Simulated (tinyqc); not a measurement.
Worked calculation: plane-wave Kohn-Sham cycle with exchange-only LDA in a layered model solid. Computed by tinyqc, a small Python program that keeps every step. Settings: points = 16, plane-wave index or count = 3, electrons = 2, k points = 1, area = 16.0, mixing = 1.0, iteration cap = 60. Command: `OMP_NUM_THREADS=1 python tinyqc.py 26949 26950 out.jsonl` (the two numbers bound the seeds that draw the settings). One thread of a shared host (Intel(R) Xeon(R) Processor @ 2.60GHz), about 0.01 s of CPU time with the checks.

A solid whose potential varies along x alone (atomic units):
```
parameter,value
period a,10.600000
cross-section of the cell,16.000000
electrons per cell,2
grid points,16
"plane waves -n..n, n",3
k points,1
V1 in V1 cos(2 pi x/a),-0.150000
```

Stop when sqrt(dV sum R^2) is below 1e-8, dV = a A/N.

Course of the cycle:
```
iteration,E (hartree),norm of the residual
1,-0.4387443,1.29e-01
2,-0.7561451,2.66e-01
3,-1.3209999,3.18e-01
4,-1.0921521,3.29e-01
5,-1.4070849,3.30e-01
6,-1.0952326,3.30e-01
7,-1.4073781,3.30e-01
8,-1.0952262,3.30e-01
9,-1.4073761,3.30e-01
10,-1.0952261,3.30e-01
11,-1.4073761,3.30e-01
...,...,...
50,-1.0952261,3.30e-01
51,-1.4073761,3.30e-01
52,-1.0952261,3.30e-01
53,-1.4073761,3.30e-01
54,-1.0952261,3.30e-01
55,-1.4073761,3.30e-01
56,-1.0952261,3.30e-01
57,-1.4073761,3.30e-01
58,-1.0952261,3.30e-01
59,-1.4073761,3.30e-01
60,-1.0952261,3.30e-01
```

Can the last value be used, and what does the course show?

Not by the stop rule. Not converged within 60 iterations: the residual has stopped falling: the iteration swings between two states. Reruns (cap 100 unless said): mixing 0.1: not converged; mixing 0.5, Kerker q0 1.0: converged in 42 (E = -0.36202); mixing 0.3, Pulay depth 5: converged in 10 (E = -0.36202); the original settings with a cap of 400: not converged.
